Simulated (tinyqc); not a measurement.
## Schottky barrier on an n-type semiconductor with a doping step, non-linear Poisson equation by Newton steps: Capacitance-voltage profiling

One dimension, metal at x = 0, donor density C(x) = N1 for x < x1 and Nd beyond. Energies are counted from the electron Fermi level of the semiconductor and the conduction-band edge is Ec = -psi, so n = Nc exp(psi/Vt); holes follow the Fermi level of the metal, at -V, so p = Nv exp((V - psi - Eg)/Vt). Ends: psi(0) = V - phiB and psi = Vt ln(Nd/Nc) deep inside. Boltzmann statistics, full ionisation, no current, no image force in the Poisson equation.

The Poisson equation d/dx(eps0 eps_r dpsi/dx) = -q (p - n + C) is solved on a mesh of about 1000 nodes or more that ends in neutral material. C_s = q d/dV of the integral of n over x, from the linearised equation. Probed depth w = eps0 eps_r/C_s; apparent doping N_app = C_s^3/(q eps0 eps_r dC_s/dV), the derivative by central differences over +/- 0.02 V.

Inputs (values chosen for the exercise); band and dielectric values those of a made-up semiconductor:
- T = 300 K (temperature)
- Eg = 1.07 eV (band gap)
- eps_r = 13.3 (relative permittivity)
- Nc = 2.44e19 cm^-3 (conduction-band density of states at T)
- Nv = 2.83e19 cm^-3 (valence-band density of states at T)
- Nd = 3.7e15 cm^-3 (donor density deep in the semiconductor)
- phiB = 0.45 eV (barrier height)
- x1 = 480 nm (depth of the doping step)
- N1 = 3.7e14 cm^-3 (donor density above the step)

Constants: q = 1.602176634e-19 C, kB = 1.380649e-23 J/K, Vt = kB T/q, eps0 = 8.8541878128e-14 F/cm where lengths are in cm. Results are converted to the units shown.

The same in every row: true C(w) (cm^-3) = 3.70e15.

Capacitance-voltage profiling:
```
V (V),C_s (nF/cm^2),w (nm),N_app (cm^-3),|E_0| (kV/cm)
0,24.1,488,1.63e15,5.02
-1.14,13.7,859,3.70e15,21.5
-2.29,10.8,1.09e3,3.70e15,33.3
-3.43,9.17,1.28e3,3.70e15,42.9
-4.57,8.12,1.45e3,3.70e15,51.2
-5.71,7.37,1.60e3,3.70e15,58.7
-6.86,6.79,1.74e3,3.70e15,65.6
-8,6.33,1.86e3,3.70e15,71.9
```

C_s falls from 24.1 to 6.33 nF/cm^2 while the probed depth goes from 488 to 1860 nm. The apparent doping rises from 1.63e15 to 3.70e15 cm^-3. It departs most from the true doping at that depth for V = 0 V, where it is 56 % below it; the method senses the electrons at the edge of the depleted layer, which are smeared over a few Debye lengths (LD = 72 nm at Nd), so it cannot follow a doping that changes on that scale.

Program tinyqc, `OMP_NUM_THREADS=1 python tinyqc.py 2020129 2020130 out.jsonl`; Intel Xeon 2.30GHz, shared host, one thread, about 0.07 s.
